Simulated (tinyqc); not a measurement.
# Input admittance of a MOSFET at zero drain bias: distributed channel and distributed gate: two studies

Source and drain grounded, strong inversion, w = 2 pi f, Cox = eps0 eox/tox. The channel is an RC line of resistance 1/(mu Cox Vo) per square fed from both ends, so one finger has the intrinsic admittance y = i w Cox L tanh(g)/g per width, g = (1/2) sqrt(i w tau), tau = L^2/(mu Vo). The vertical resistance rv/L is in series with y, the overlaps 2 i w Cov in parallel: y_t = 1/(1/y + rv/L) + 2 i w Cov. The gate strip is a line of Rsh/L per length loaded by y_t, so a finger has Y = y_t Wf tanh(k)/k, k = (Wf/sd) sqrt(y_t Rsh/L); the device has Nf Y.

Values chosen for this exercise; values of the order met in silicon radio-frequency transistors: relative permittivity of the gate insulator (close to silicon dioxide) eox = 3.9; insulator thickness tox = 5.1 nm; channel length L = 0.39 um; finger width Wf = 9.4 um; number of fingers Nf = 16; channel mobility mu = 430 cm^2/(V s); gate overdrive Vo = 0.33 V; sheet resistance of the gate Rsh = 8.2 ohm/square; vertical resistivity of the gate stack rv = 0 ohm um^2; number of ends at which a finger is contacted sd = 2; overlap and fringe capacitance on each side Cov = 0.26 fF/um; frequency f = 31 GHz.

Constants: eps0 = 8.8541878128e-14 F/cm where lengths are in cm. Results are converted to the units shown.

Each table varies one quantity; the others keep the values above.

## Input impedance against frequency

Low-frequency limits, with c = Cox L and ct = c + 2 Cov: R_strip = Rsh Wf/(3 sd^2 L Nf), R_ch = (c/ct)^2 L/(12 mu Cox Vo Wf Nf), R_vert = (c/ct)^2 rv/(L Wf Nf), C = ct Wf Nf. Z = 1/(Nf Y) = R + 1/(i w C), Q = |Im Z|/R, far-point signal |1/cosh k|.

The same in every row: low-frequency R (ohm) = 2.5993.

Input impedance against frequency:
```
f (GHz),w tau,|k|,R (ohm),C (fF),Q,signal at the far point
0.3,0.020204,0.052603,2.5993,475.36,429.36,1.0000
0.7,0.047144,0.080352,2.5993,475.36,184.01,0.99999
2,0.13470,0.13581,2.5993,475.34,64.408,0.99989
4,0.26939,0.19205,2.5991,475.27,32.210,0.99954
10,0.67348,0.30339,2.5982,474.81,12.901,0.99715
20,1.3470,0.42775,2.5950,473.20,6.4807,0.98887
50,3.3674,0.66287,2.5733,462.43,2.6750,0.94013
100,6.7348,0.88436,2.5061,430.22,1.4762,0.83908
300,20.204,1.2144,2.0969,288.56,0.87679,0.65529
```

What does the table show?

R falls from 2.60 to 2.10 ohm and C falls from 475 to 289 fF. Q goes as f^(-1.00) between the first two rows and f^(-0.47) between the last two, where w tau = 20.2 and |k| = 1.21. The low-frequency limits hold both R and C within 5 % up to f = 50 GHz among the rows.

## Effect of the gate overdrive

Same model as above.

Results:
```
Vo (V),w tau,|k|,R (ohm),low-frequency R (ohm),C (fF),Q,signal at the far point
0.2,3.445,0.5214,3.584,3.620,463.1,3.093,0.9648
0.5,1.378,0.5325,2.061,2.066,472.6,5.270,0.9803
0.65,1.060,0.5334,1.824,1.826,473.4,5.947,0.9832
0.8,0.8612,0.5338,1.675,1.677,473.8,6.471,0.9850
0.95,0.7252,0.5341,1.573,1.575,474.0,6.886,0.9863
1.1,0.6263,0.5342,1.499,1.500,474.1,7.225,0.9872
1.25,0.5512,0.5344,1.442,1.444,474.2,7.506,0.9879
```

Estimate the missing row, Vo = 0.35 V.

Computed row:
```
Vo (V),w tau,|k|,R (ohm),low-frequency R (ohm),C (fF),Q,signal at the far point
0.35,1.968,0.5301,2.501,2.510,470.7,4.362,0.9753
```

With this row back in the table: As Vo goes from 0.2 to 1.25, R falls from 3.58 to 1.44 ohm, C rises from 463 to 474 fF and Q rises from 3.09 to 7.51. Only the channel term depends on Vo.

Numbers from tinyqc (`OMP_NUM_THREADS=1 python tinyqc.py 2262218 2262219 out.jsonl`; about 0.01 s on one thread of a shared Intel Xeon 2.30GHz).
